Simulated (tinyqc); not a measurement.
# Bloch-Grueneisen resistivity of a metal, step by step

A worked calculation. Computed by tinyqc, a small Python program that keeps every step. Command: `OMP_NUM_THREADS=1 python tinyqc.py 3013688 3013689 out.jsonl bg walk`. One thread of a shared host (Intel(R) Xeon(R) Processor @ 2.30GHz), about 0.01 s of CPU time with the checks. Intermediate numbers are printed to about 5 digits and carried at full precision; extremes and crossings named in words are read from the listed rows.

Electrons scatter from a Debye spectrum of phonons (n = 5 for scattering within one band, n = 3 for scattering into a second, heavy band) and from static defects.

Inputs (values chosen for the exercise, modelled on molybdenum):

| quantity | value | unit |
|---|---|---|
| exponent n | 5 | - |
| Debye temperature Theta | 374 | K |
| transport coupling lambda_tr | 0.33 | - |
| Drude plasma energy hbar w_p | 8.4 | eV |
| residual resistivity rho_0 | 3.2 | microohm cm |
| temperature T | 295 | K |
| saturation resistivity | 140 | microohm cm |

Addition: saturation.

Constants: k_B = 1.380649e-23 J/K; hbar = 1.054571817e-34 J s; eps_0 = 8.8541878128e-12 F/m; hbar = 6.582119569e-16 eV s; k_B = 8.617333262e-05 eV/K.

## Scale of the phonon resistivity

rho_ph = (n - 1) rho_1 (T/Theta)^n J_n(Theta/T), with rho_1 = 2 pi lambda_tr k_B Theta/(hbar eps_0 w_p^2), the high-temperature line at T = Theta.

rho_1 = 7.0404 microohm cm

## The integral and the phonon part

J_n(y) = int_0^y x^n e^x/(e^x - 1)^2 dx, by 96 Gauss-Legendre points (upper limit at most 60).

Theta/T = 1.2678

J_n = 0.59149

phonon resistivity rho_ph = 5.0858 microohm cm

This is 91.6 % of the straight line rho_1 T/Theta.

## Total resistivity and derived numbers

Parallel-resistor saturation: 1/rho = 1/(rho_0 + rho_ph) + 1/rho_sat. Temperature coefficient (1/rho) d rho/dT by a central difference of +/- 0.5 K; residual ratio rho(295 K)/rho(4.2 K); scattering time tau = 1/(eps_0 w_p^2 rho); Wiedemann-Franz kappa = L_0 T/rho, L_0 = (pi^2/3)(k_B/e)^2.

resistivity rho = 7.8228 microohm cm

temperature coefficient = 2.3046 1e-3/K

residual resistance ratio = 2.5005

scattering time = 8.8646 fs

Wiedemann-Franz conductivity = 92.126 W/(m K)

The coefficient is 0.680 times 1/T; the temperature-independent part dilutes it.

## Limits of the phonon part

Low T: (n - 1) n! zeta(n) rho_1 (T/Theta)^n. High T: rho_1 (T/Theta) [1 - (n - 1)/(12 (n + 1)) (Theta/T)^2].

Resistivities (microohm cm):

| T (K) | rho_ph | low-T law | straight line | line with correction | total rho |
|---|---|---|---|---|---|
| 11 | 7.7124e-05 | 7.7124e-05 | 0.207 | - | 3.129 |
| 19 | 1.1857e-03 | 1.1858e-03 | 0.358 | - | 3.130 |
| 30 | 1.1467e-02 | 1.1637e-02 | 0.565 | - | 3.139 |
| 45 | 7.4357e-02 | 8.8367e-02 | 0.847 | - | 3.200 |
| 75 | 4.5644e-01 | 1.1364e+00 | 1.412 | - | 3.563 |
| 130 | 1.5974e+00 | 1.7781e+01 | 2.447 | 1.322 | 4.638 |
| 190 | 2.9063e+00 | 1.1858e+02 | 3.577 | 2.807 | 5.851 |
| 300 | 5.1868e+00 | 1.1637e+03 | 5.647 | 5.160 | 7.913 |
| 450 | 8.1542e+00 | 8.8367e+03 | 8.471 | 8.146 | 10.502 |
| 750 | 1.3925e+01 | 1.1364e+05 | 14.118 | 13.923 | 15.259 |

The low-T law holds to 10 % up to 30 K, the straight line from 300 K on. The local exponent of rho_ph falls from 5.00 to 1.05. Phonons overtake the residual resistivity between 190 and 300 K. Saturation lowers the last total by 10.9 %.

Checks made by the program: J_n at large argument against n! zeta(n) (relative difference below 1e-10).
